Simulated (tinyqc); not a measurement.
Inside a calculation: strained quantum well: band edges, subbands and transparency. Values are carried at full precision from step to step, so a last printed digit may differ when a step is redone from the rounded ones.

Growth on (001), barriers unstrained: tr(e) = e (2 - nu2), Z = b e (1 + nu2); Ec = Ev + Eg + ac tr(e), E_HH = Ev + av tr(e) + Z, E_LH = Ev + av tr(e) - Z (coupling to the split-off band left out).

Constants: hbar^2/2m0 = 3.80998211 eV angstrom^2; hc = 1239.841984 eV nm; kB = 8.617333262e-05 eV/K.

Parameters, chosen for this exercise (near those of an InGaAs/AlGaAs well; shifted at random, so the results belong to these values and not to a real crystal): e = -0.0092 (strain in the plane); nu2 = 0.942 (2 C12/C11); Eg = 1.23 eV (unstrained gap of the well); Ev = -0.773 eV (its valence edge); ac = -6.9 eV; av = 1.14 eV (Ev moves by av tr(e)); b = -1.97 eV (shear potential); Egb = 1.671 eV (gap of the barrier); Evb = -0.905 eV (its valence edge); L = 76 angstrom (well width); me = 0.0607 m0 (electron mass); g1 = 8.67 (gamma1); g2 = 2.9 (gamma2); meb = 0.084 m0; g1b = 6.3; g2b = 1.8; T = 250 K (temperature); Br = 2.4 x 1e-4 cm^2/s (two-dimensional radiative coefficient).

## Strained band edges and offsets

Give tr(e), Z, the edges Ec, E_HH, E_LH and the well depths against the barrier.

tr(e) = -0.00973
Z = 0.0352 eV

Ec, E_HH, E_LH (eV): 0.5242  -0.7489  -0.8193

depths for e, HH, LH (eV): 0.2418  0.1561  0.0857

The well is under compression, which puts HH on top, by 70 meV; the gap becomes 1.2731 eV, +43 meV from the unstrained one.

## Subband edges

Masses along z: me, 1/(g1 - 2 g2) for HH, 1/(g1 + 2 g2) for LH, likewise in the barrier; in the plane me, 1/(g1 + g2) for HH and 1/(g1 - g2) for LH (no mixing, which understates the hole masses away from k = 0). Level n solves k L + 2 atan[(k/m)/(kappa/mb)] = n pi, k = sqrt(m E/c), kappa = sqrt(mb (V - E)/c), c = hbar^2/2m0.

Up to three electron, four HH and two LH levels, on the common energy scale, with their masses in the plane.

Subbands:
```
level   E (eV)  m in the plane
e1      0.5716          0.0607
e2      0.7040          0.0607
hh1    -0.7613          0.0864
hh2    -0.7976          0.0864
lh1    -0.8478          0.1733
hh3    -0.8544          0.0864
```

lowest transition = 1.3328 eV
wavelength hc/E = 930.2 nm

The top hole level is hh1, so the edge is mainly TE polarised; hh2 lies 36 meV lower.

## Transparency density

Transparency (Bernard-Duraffourg): Fc - Fv equals the lowest transition energy with n = p, n = sum m/(2 pi c) kB T ln(1 + exp((Fc - E)/kB T)) and p likewise over the listed subbands; c = hbar^2/2m0, 1/angstrom^2 = 1e16/cm^2.

Solve for u = (Fc - e1)/kB T; give n_tr, the share of holes in the top subband and the current e Br n_tr^2 (e = 1.602177e-19 C).

u = 0.420
n_tr = 0.507 x 1e12/cm^2
share = 0.774
current density = 9.9 A/cm^2

For mirror-image bands u = 0 and n_tr = me kB T ln2/(2 pi c) = 0.379 x 1e12/cm^2; the heavier or more numerous hole states raise it by a factor 1.34.

## Checks

- Transparency for equal single subbands against m kB T ln2/(2 pi c): both 0.3743.

Program tinyqc; command `OMP_NUM_THREADS=1 python tinyqc.py 1282752 1282753 out.jsonl`; about 0.01 s on one thread of a shared Intel(R) Xeon(R) Processor @ 2.30GHz.
